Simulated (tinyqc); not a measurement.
## Double-gate transistor, scale length and short-channel effects: effect of the drain voltage

A body of thickness ts between two insulators of thickness ti and two tied gates. Below threshold the potential that source and drain add obeys Laplace's equation and vanishes on the gate. Its lowest mode decays along the channel as exp(-k y); k is the smallest positive root of the matching condition at the interface, and the scale length is Lambda = pi/k.

k is the smallest positive root of f(k) = ei cos(k ti) cos(k ts/2) - eps_r sin(k ti) sin(k ts/2). Along the channel psi(y) = s + a exp(y/l) + b exp(-y/l) with psi(0) = Vbi, psi(L) = Vbi + Vds and l = 1/k = Lambda/pi; with A = Vbi - s, B = A + Vds, x = exp(-L/l): a = (B - A x) x/(1 - x^2), b = (A - B x)/(1 - x^2). The minimum is s + 2 sqrt(a b), at y = (l/2) ln(b/a). The long-channel potential follows the gate as s = sT + (Vg - VTL)/m, and the threshold VT is the gate voltage at which the minimum equals sT. Swing = m Vt ln 10/g at threshold, g = d(minimum)/ds = 1 - (b x + a)/((1 + x) sqrt(a b)). DIBL = [VT(0.05 V) - VT(Vds)]/(Vds - 0.05 V). sT and Vbi are held fixed; m = 1.

Parameters, values chosen for the exercise; permittivities: semiconductor made up, insulator close to that of zirconium oxide: temperature T = 273 K; relative permittivity of the semiconductor eps_r = 17.3; relative permittivity of the insulator ei = 23.8; insulator thickness ti = 3.6 nm; body thickness ts = 8.9 nm; channel length L = 38 nm; potential of the source Vbi = 0.93 V; potential of the barrier top at threshold sT = 0.42 V.

Constants: q = 1.602176634e-19 C, kB = 1.380649e-23 J/K, Vt = kB T/q. Results are converted to the units shown.

The same in every row: Lambda (nm) = 14.64; L/Lambda = 2.595.

Result of one run:
```
Vds (V),VT - VTL at Vds (mV),DIBL (mV/V),swing (mV/decade)
0.95,-30.46,12.98,56.33
```

What becomes of these results when the drain voltage Vds is changed from 0.95 to 0.8 V, all else the same?

Result of the changed run:
```
Vds (V),VT - VTL at Vds (mV),DIBL (mV/V),swing (mV/decade)
0.8,-28.82,13.40,56.28
```

The whole series:
```
Vds (V),VT - VTL at Vds (mV),DIBL (mV/V),swing (mV/decade)
0.2,-21.15,15.83,56.10
0.35,-23.29,15.06,56.14
0.5,-25.26,14.42,56.18
0.65,-27.10,13.87,56.23
0.8,-28.82,13.40,56.28
0.95,-30.46,12.98,56.33
1.1,-32.01,12.61,56.38
```

As Vds goes from 0.2 to 1.1 V, Lambda stays at 14.6 nm, DIBL falls from 15.8 to 12.6 mV/V and the swing stays near 56.2 mV a decade.

Program tinyqc, `OMP_NUM_THREADS=1 python tinyqc.py 2420119 2420120 out.jsonl`; Intel Xeon 2.30GHz, shared host, one thread, about 0.01 s.
